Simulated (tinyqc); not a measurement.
Formation energy of a charged point defect from supercell energies: one step, computed by the program tinyqc.

The host is a compound AB. Making the defect adds n_A = -1, n_B = 0, n_X = 1 atoms to the cell. All total energies are inputs. E_F is counted from the valence-band maximum (VBM); x = 0 is A-rich and x = 1 B-rich growth.

Problem. Transition levels and the lower envelope. eps(q/q') = [E_f(q', 0) - E_f(q, 0)]/(q - q'). U of state q is eps(q/q-1) - eps(q+1/q). The stable state at each E_F is the lowest line E_f(q, 0) + q E_F.

Inputs (values chosen for the exercise, for a model compound AB): gap E_g = 2.81 eV.

Defect: impurity X on an A site. Supercell lattice: sc.

E_f(q, 0) (eV): (q=+2) 1.845857, (q=+1) 2.599314, (q=0) 3.198600, (q=-1) 4.999714, (q=-2) 7.300657

Give: One-electron levels above the VBM (eV); Stable states.

Solution.

One-electron levels above the VBM (eV):
```
level    energy  U of the state between this level and the next
(+2/+1)  0.7535                                         -0.1542
(+1/0)   0.5993                                          1.2018
(0/-1)   1.8011                                          0.4998
(-1/-2)  2.3009                                               -
```

Stable states:
```
q   from E_F (eV)  to E_F (eV)
+2         0.0000       0.6764
0          0.6764       1.8011
-1         1.8011       2.3009
-2         2.3009       2.8100
```

Stable in the gap, from the VBM up: +2, 0, -1, -2. State +1 is never the lowest: its U is negative, so two such centres gain by exchanging an electron.
